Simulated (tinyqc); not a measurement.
Strained quantum well: band edges, subbands and transparency: one step. Subband edges. Three cases, with inputs chosen for the exercise.

Task: Up to three electron, four HH and two LH levels, on the common energy scale, with their masses in the plane.

Masses along z: me, 1/(g1 - 2 g2) for HH, 1/(g1 + 2 g2) for LH, likewise in the barrier; in the plane me, 1/(g1 + g2) for HH and 1/(g1 - g2) for LH (no mixing, which understates the hole masses away from k = 0). Level n solves k L + 2 atan[(k/m)/(kappa/mb)] = n pi, k = sqrt(m E/c), kappa = sqrt(mb (V - E)/c), c = hbar^2/2m0.

Constants: hbar^2/2m0 = 3.80998211 eV angstrom^2; hc = 1239.841984 eV nm.

Give: Subbands; lowest transition; wavelength hc/E.

Case 1.

Values chosen (near those of an InGaAs/InP well; shifted at random, so the results belong to these values and not to a real crystal): L = 82 angstrom (well width); me = 0.0398 m0 (electron mass); g1 = 14.92 (gamma1); g2 = 5.99 (gamma2); meb = 0.08 m0; g1b = 5.08; g2b = 1.6.

Ec, E_HH, E_LH (eV): [0.089789, -0.567080, -0.605624]

depths for e, HH, LH (eV): [0.323211, 0.372920, 0.334376]

Result:

Subbands:
```
level   E (eV)  m in the plane
e1      0.1460          0.0398
e2      0.3174          0.0398
hh1    -0.5792          0.0478
hh2    -0.6154          0.0478
lh1    -0.6569          0.1120
hh3    -0.6757          0.0478
hh4    -0.7594          0.0478
lh2    -0.8335          0.1120
```

lowest transition = 0.7252 eV
wavelength hc/E = 1709.7 nm

The top hole level is hh1, so the edge is mainly TE polarised; hh2 lies 36 meV lower.

Case 2.

Values chosen (near those of an InGaAs/InP well; shifted at random, so the results belong to these values and not to a real crystal): L = 60 angstrom (well width); me = 0.0467 m0 (electron mass); g1 = 12.71 (gamma1); g2 = 4.89 (gamma2); meb = 0.08 m0; g1b = 5.08; g2b = 1.6.

Ec, E_HH, E_LH (eV): [0.168413, -0.631949, -0.581196]

depths for e, HH, LH (eV): [0.241587, 0.308051, 0.358804]

Result:

Subbands:
```
level   E (eV)  m in the plane
e1      0.2380          0.0467
e2      0.4087          0.0467
hh1    -0.6515          0.0568
lh1    -0.6543          0.1279
hh2    -0.7102          0.0568
hh3    -0.8066          0.0568
lh2    -0.8917          0.1279
hh4    -0.9271          0.0568
```

lowest transition = 0.8896 eV
wavelength hc/E = 1393.8 nm

The top hole level is hh1, so the edge is mainly TE polarised; lh1 lies 3 meV lower, within kT at room temperature, so both polarisations contribute.

Case 3.

Values chosen (near those of a GaAsP/AlGaAs well; shifted at random, so the results belong to these values and not to a real crystal): L = 54 angstrom (well width); me = 0.0727 m0 (electron mass); g1 = 6.72 (gamma1); g2 = 1.92 (gamma2); meb = 0.1 m0; g1b = 5.7; g2b = 1.6.

Ec, E_HH, E_LH (eV): [0.666979, -0.849891, -0.825769]

depths for e, HH, LH (eV): [0.258021, 0.150109, 0.174231]

Result:

Subbands:
```
level   E (eV)  m in the plane
e1      0.7338          0.0727
e2      0.9044          0.0727
hh1    -0.8704          0.1157
lh1    -0.8767          0.2083
hh2    -0.9291          0.1157
lh2    -0.9938          0.2083
hh3    -1.0000          0.1157
```

lowest transition = 1.6042 eV
wavelength hc/E = 772.9 nm

The top hole level is hh1, so the edge is mainly TE polarised; lh1 lies 6 meV lower, within kT at room temperature, so both polarisations contribute.

Computed by tinyqc, one run a case: `OMP_NUM_THREADS=1 python tinyqc.py N N+1 out.jsonl` with N = 1250069, 1250219, 1250462; one thread of a shared Intel(R) Xeon(R) Processor @ 2.30GHz, about 0.02 s a run at most.
